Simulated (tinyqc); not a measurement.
Hot electrons in a saturated n-channel MOSFET, lucky-electron model: two steps of the calculation.

Beyond pinch-off the lateral field grows as Esat cosh(y/l) over the velocity-saturated region (pseudo-two-dimensional model). Impact ionisation in this region gives the substrate current, which biases the body forward through Rsub. Currents are per width. Local-field laws: they overstate ionisation when the field peak is narrower than an energy relaxation length.

Inputs (values chosen for the exercise); values close to those of silicon n-channel devices:

| symbol | value | unit | meaning |
|---|---|---|---|
| L | 0.5 | um | channel length |
| tox | 9.2 | nm | oxide thickness |
| xj | 200 | nm | junction depth |
| VT | 0.44 | V | threshold |
| mu | 320 | cm^2/(V s) | effective mobility |
| vs | 7.4e6 | cm/s | saturation velocity |
| Ai | 2e6 | 1/cm | ionisation prefactor |
| Bi | 1.7 | MV/cm | ionisation field |
| Rd | 700 | ohm um | resistance of the lightly doped drain |
| Rsub | 8600 | ohm um | substrate resistance |
| kb | 0.3 |  | fall of VT per volt of forward body bias |
| Vd | 3.3 | V | drain voltage |
| Vg | 1.6 | V | gate voltage |

Constants: eps0 = 8.8541878128e-14 F/cm where lengths are in cm. Results are converted to the units shown.

Problem 1. Length and field scales. Cox = 3.9 eps0/tox, l = sqrt(3 tox xj), Esat = 2 vs/mu.

Give: Cox; l; Esat; Esat L.

Solution 1.

Cox = 0.3753 uF/cm^2
l = 74.30 nm
Esat = 0.04625 MV/cm
Esat L = 2.312 V

Problem 2. Body bias from the substrate current. Cox = 3.9 eps0/tox. Overdrive g = Vg - VT + kb Vb; Vdsat = g Esat L/(g + Esat L); Id = Cox vs (g - Vdsat); dV = Vd - Id Rd - Vdsat; Em = sqrt((dV/l)^2 + Esat^2); Isub = Id (Ai/Bi) l Em exp(-Bi/Em). Vb(new) = Rsub Isub.

Vb at the start = 0 V
l = 74.296702 nm
Esat = 0.04625 MV/cm

Wanted: Vdsat; Id; dV; Em; Isub; Vb after iteration 1.

Solution 2.

Vdsat = 0.7725 V
Id = 107.6 uA/um
dV = 2.452 V
Em = 0.3333 MV/cm
Isub = 1.910 uA/um
Vb after iteration 1 = 0.01642 V

Program tinyqc, `OMP_NUM_THREADS=1 python tinyqc.py 2550082 2550083 out.jsonl`; Intel Xeon 2.30GHz, shared host, one thread, about 0.01 s.
